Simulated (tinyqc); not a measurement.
## Ballistic Schottky-barrier transistor with a one-dimensional channel, WKB contacts: barrier height from the temperature dependence

Source Fermi level 0, drain Fermi level -Vd. Far from the contacts Ec = pn - psi, and the gate moves psi one to one; the band edges relax as exp(-x/lam) from pn at the source and pn - Vd at the drain; Ev = Ec - Eg. A carrier of energy w inside the channel band meets at a contact a barrier of height D (the contact edge beyond the channel edge): T = 1 for w >= D, else exp(-S), S = 4 lam sqrt(m/C) [sqrt(D - w) - sqrt(w) arctan sqrt((D - w)/w)], C = hbar^2/(2 m0). The two contacts combine as Ts Td/(Ts + Td - Ts Td).

I = g (2 q^2/h) int T(w) [f(Es + w) - f(Ed + w)] dw, f(y) = 1/(1 + exp(y/Vt)). Electrons: Ds = psi, Dd = psi - Vd, Es = Ec, Ed = Ec + Vd. Holes: Ds = -psi, Dd = Vd - psi, Es = -Ev, Ed = -Ev - Vd. The size of each current is taken; both flow from drain to source and add. The integrals are converged. The apparent barrier is -d ln(I_e/T^1)/d(q/kB T), taken between T - 10 K and T + 10 K for the electron current.

Parameters, values chosen for the exercise; channel values close to those of a carbon nanotube:
```
symbol  value  unit                                 meaning
T         350     K                             temperature
pn       0.39    eV  barrier for electrons at both contacts
mn      0.061    m0                           electron mass
g           2                           valleys or subbands
lam       4.4    nm        screening length at the contacts
Vd       0.05     V                              drain bias
```

Constants: q = 1.602176634e-19 C, kB = 1.380649e-23 J/K, hbar = 1.054571817e-34 J s, h = 6.62607015e-34 J s, m0 = 9.1093837015e-31 kg, Vt = kB T/q, hbar^2/(2 m0) = 0.0380998212 eV nm^2. Results are converted to the units shown.

Barrier height from the temperature dependence:
```
ps (V)	electrons (uA)	Ec (eV)	apparent barrier (eV)
-0.25	2.30e-9	0.640	0.628
-0.18	2.35e-8	0.570	0.558
-0.11	2.39e-7	0.500	0.488
-0.04	2.43e-6	0.430	0.418
0	9.16e-6	0.390	0.378
0.1	4.76e-5	0.290	0.320
0.17	1.31e-4	0.220	0.276
0.24	3.78e-4	0.150	0.225
0.31	0.00119	0.080	0.168
0.38	0.00398	0.010	0.108
0.45	0.0125	-0.060	0.056
```

What does the comparison show?

For psi < 0 the channel edge is the highest point, and the apparent barrier follows Ec one to one (0.628 eV against 0.640). At flat band it is 0.378 eV (psi = 0 V), near pn = 0.39 eV. Beyond, the top stays at pn but tunnelling lowers the apparent value to 0.0561 eV in the last row, so only the point where the line bends gives the true barrier.

Range of the model: No scattering, image-force lowering, channel charge or band-to-band tunnelling; parabolic kappa overstates S deep in the gap.

Computed by the program tinyqc: `OMP_NUM_THREADS=1 python tinyqc.py 2390002 2390003 out.jsonl`, one thread of a shared Intel Xeon 2.30GHz, about 0.04 s for the whole run.
